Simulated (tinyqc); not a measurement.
Single-domain magnet: Stoner-Wohlfarth switching, Neel-Arrhenius retention, LLG dynamics and spin torque: one step, computed by the program tinyqc. Command: `OMP_NUM_THREADS=1 python tinyqc.py 3007370 3007371 out.jsonl macro walk`. One thread of a shared host (Intel(R) Xeon(R) Processor @ 2.30GHz), about 0.02 s of CPU time with the checks.

The moment is uniform, with unit vector m; z is the easy axis. mu_0 = 1.25663706212e-6 T m/A, gamma = 1.76085963023e11 rad/(s T).

Question. Spin-transfer switching. For axial symmetry and a polariser along z: I_c0 = (4 e alpha/(hbar eta)) K_eff V; relaxation time tau_D = (1 + alpha^2)/(alpha gamma mu_0 H_K); thermal start angle theta_0 = 1/sqrt(2 Delta); switching time about tau_D ln(pi/(2 theta_0))/(I/I_c0 - 1); precession frequency gamma mu_0 H_K/(2 pi (1 + alpha^2)).

Inputs (values chosen for the exercise, for a model magnet):
```
quantity                     value  unit
temperature T                  300     K
damping alpha               0.0089     -
spin-torque efficiency eta    0.49     -
drive I/I_c0                   3.4     -
```

Shape: prolate spheroid, easy axis along it.

K_eff = 77.49314 kJ/m^3

volume V = 965.0973 nm^3

stability factor Delta = 18.05634

anisotropy field mu_0 H_K = 0.3262869 T

Constants: e = 1.602176634e-19 C; hbar = 1.054571817e-34 J s.

Give: critical current I_c0; Delta/I_c0; tau_D; switching time, estimate; precession frequency.

Answer.

critical current I_c0 = 8.255 microampere

Delta/I_c0 = 2.187 1/microampere

tau_D = 1.956 ns

switching time, estimate = 1.829 ns

precession frequency = 9.143 GHz
